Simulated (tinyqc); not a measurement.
What each parameter does: Wannier-Stark ladder of a miniband.

One state in each well j = -(Nw - 1)/2 ... (Nw - 1)/2: H_jj = j e F d, H_(j,j+1) = -W/4; 1 kV/cm = 0.01 meV/angstrom. In an infinite chain the levels are j e F d and the state of well 0 has amplitude J_j(x) in size on well j, x = W/(2 e F d).

Parameters, chosen for this exercise (near those of a non-polar GaN/AlGaN superlattice; shifted at random, so the results belong to these values and not to a real crystal):
- W = 16 meV (miniband width)
- d = 55 angstrom (period)
- F = 5.9 kV/cm (field)
- Nw = 9 (wells)

e F d, x, J_0(x)^2 and the lowest level of the finite stack.

One parameter was then changed.

Results before and after:
```
case     e F d (meV)      x  J_0^2  lowest level (meV)
base            3.25  2.465  0.001              -16.35
changed         4.54  1.761  0.132              -20.92
```

Which of these changes was made? (a) d = 63 angstrom; (b) Nw = 11; (c) F = 8.26 kV/cm; (d) W = 13 meV.
Answer: (c) F = 8.26 kV/cm. Of the candidates, run in turn, only this one gives the changed row.

All candidates:
```
case             e F d (meV)      x  J_0^2  lowest level (meV)
base                    3.25  2.465  0.001              -16.35
W = 13 meV              3.25  2.003  0.049              -15.41
d = 63 angstrom         3.72  2.152  0.019              -17.99
F = 8.26 kV/cm          4.54  1.761  0.132              -20.92
Nw = 11                 3.25  2.465  0.001              -19.60
```

(tinyqc, `OMP_NUM_THREADS=1 python tinyqc.py 1251745 1251746 out.jsonl`, Intel(R) Xeon(R) Processor @ 2.30GHz, 1 thread, shared host, about 0.01 s.)
